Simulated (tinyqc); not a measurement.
Coherent transport through a tight-binding region between two chains, step by step. One step of it, computed by the program tinyqc.

Task: Transmission at E = 0.23 eV. Surface Green function g = (E - i sqrt(4 t^2 - E^2)) / (2 t^2); self-energy tc^2 g on each contact site; G = (E - H - Sigma)^(-1); Gamma = -2 Im Sigma; T = Gamma_L Gamma_R |G_LR|^2; local density of states -Im G_ii / pi.

H of the central region (eV):
```
           1          2          3          4          5          6
1   0.000000  -1.150000   0.000000   0.000000   0.000000  -1.150000
2  -1.150000   1.310000  -1.150000   0.000000   0.000000   0.000000
3   0.000000  -1.150000   1.310000  -1.150000   0.000000   0.000000
4   0.000000   0.000000  -1.150000   1.310000  -1.150000   0.000000
5   0.000000   0.000000   0.000000  -1.150000   1.310000  -1.150000
6  -1.150000   0.000000   0.000000   0.000000  -1.150000   0.000000
```

Leads: semi-infinite chains with site energy 0:

| parameter | value |
|---|---|
| lead hopping t (eV) | 1.490000 |
| coupling to the left lead (eV) | 0.490000 |
| coupling to the right lead (eV) | 1.360000 |
| left contact site | 1 |
| right contact site | 6 |

E = 0.230000 eV

Give: g; G; local density of states; transmission.

Result:

g = 0.0518-0.6691i 1/eV

G (1/eV):
```
                 1                2                3                4
1   0.6193-0.0661i   0.7041-0.0347i   0.0419+0.0335i  -0.6647+0.0662i
2   0.7041-0.0347i   0.2707-0.4195i   0.4197-0.3592i   0.1235+0.0821i
3   0.0419+0.0335i   0.4197-0.3592i   0.3522-0.3709i   0.7807+0.0109i
4  -0.6647+0.0662i   0.1235+0.0821i   0.7807+0.0109i   0.6097-0.0719i
5  -0.6662+0.0286i  -0.3037+0.4363i   0.3809+0.3811i   0.6615-0.0784i
6   0.0391-0.0393i  -0.4087+0.3277i  -0.4229+0.3470i   0.0115-0.0018i

                 5                6
1  -0.6662+0.0286i   0.0391-0.0393i
2  -0.3037+0.4363i  -0.4087+0.3277i
3   0.3809+0.3811i  -0.4229+0.3470i
4   0.6615-0.0784i   0.0115-0.0018i
5   0.2403-0.4548i   0.4338-0.3487i
6   0.4338-0.3487i   0.3958-0.3257i
```

local density of states (1/eV): 0.0210  0.1335  0.1181  0.0229  0.1448  0.1037

transmission = 0.0024
